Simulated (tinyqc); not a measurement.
Strength against creep resistance: grain growth, pinning, strength and diffusional creep of a polycrystal or thin film. Computed by tinyqc, a small Python program. Command: `OMP_NUM_THREADS=1 python tinyqc.py 3005516 3005517 out.jsonl grain walk`. One thread of a shared host (Intel(R) Xeon(R) Processor @ 2.30GHz), about 0.01 s of CPU time with the checks.

One mean grain size d describes the structure.

Inputs (values chosen for the exercise, modelled on aluminium):
```
quantity                                    value        unit
atomic volume Omega                         16.59  angstrom^3
boundary energy gamma                        0.35       J/m^2
mobility prefactor M0                     2.1e-05   m^4/(J s)
activation energy of boundary motion Q_m     1.11          eV
anneal temperature T                          519           K
anneal time t                                 230           s
initial grain size d0                         180          nm
particle volume fraction f                0.00069           -
particle radius r                             6.9          nm
film thickness h                              120          nm
surface energy gamma_s                       0.98       J/m^2
Hall-Petch slope k_y                        0.058   MPa m^0.5
lattice diffusion energy Q_l                 1.38          eV
boundary diffusion energy Q_b               0.873          eV
lattice prefactor D0                      1.5e-05       m^2/s
boundary prefactor delta D0b                1e-15       m^3/s
applied stress sigma                           66         MPa
service temperature T_c                       403           K
```

Sample: thin film on a substrate.

Constants: k_B = 8.617333262e-05 eV/K; k_B = 1.380649e-23 J/K.

Method:
- M = M0 exp(-Q_m/(k_B T)). The driving pressure is 2 gamma/d. Zener pinning pressure 3 f gamma/(2 r) stops growth at d_Z = 4 r/(3 f). Grooves where boundaries meet the surface have the angle theta = arcsin(gamma/(2 gamma_s)) and are taken to stop growth at d_h = h/(2 theta), a few film thicknesses; the limit is 1/d_lim = 1/d_Z + 1/d_h.
- dd/dt = 2 M gamma (1/d - 1/d_lim) integrates to 2 M gamma t = d_lim (d0 - d) + d_lim^2 ln[(d_lim - d0)/(d_lim - d)]; without pinning d^2 = d0^2 + 4 M gamma t.
- Nabarro-Herring rate = 14 sigma Omega D_l/(k_B T d^2), D_l = D0 exp(-Q_l/(k_B T)); Coble rate = 14 pi sigma Omega delta D_b/(k_B T d^3), delta D_b = delta D0b exp(-Q_b/(k_B T)); they are equal at d_x = pi delta D_b/D_l.
- Hall-Petch term k_y/sqrt(d).

crossover size d_x = 458.590 micrometre

At T_c and sigma:
```
d (nm)  Hall-Petch term (MPa)  Nabarro-Herring (1/s)  Coble (1/s)  time to 1 % (s)
30                     334.86             2.5362e-07   3.8769e-03       2.5792e+00
100                    183.41             2.2825e-08   1.0468e-04       9.5513e+01
300                    105.89             2.5362e-09   3.8769e-06       2.5777e+03
1000                    58.00             2.2825e-10   1.0468e-07       9.5326e+04
3000                    33.49             2.5362e-11   3.8769e-09       2.5626e+06
10000                   18.34             2.2825e-12   1.0468e-10       9.3495e+07
100000                   5.80             2.2825e-14   1.0468e-13       7.8431e+10
```

From 100 micrometre to 30 nm grains the Hall-Petch term grows 58 times, while the time to 1 % strain shrinks by 10.5 decades. Coble creep rules in 7 of the seven rows (d_x = 460 micrometre). Fine grains resist slip but creep fast. The Hall-Petch value at 30 nm is at the edge of that law, and in a film grains much larger than h lose atoms to the surfaces instead. Caution: sigma Omega is not small against k_B T, as the linear creep laws assume.

Extremes, crossings and ranges named in words are read from the listed rows.
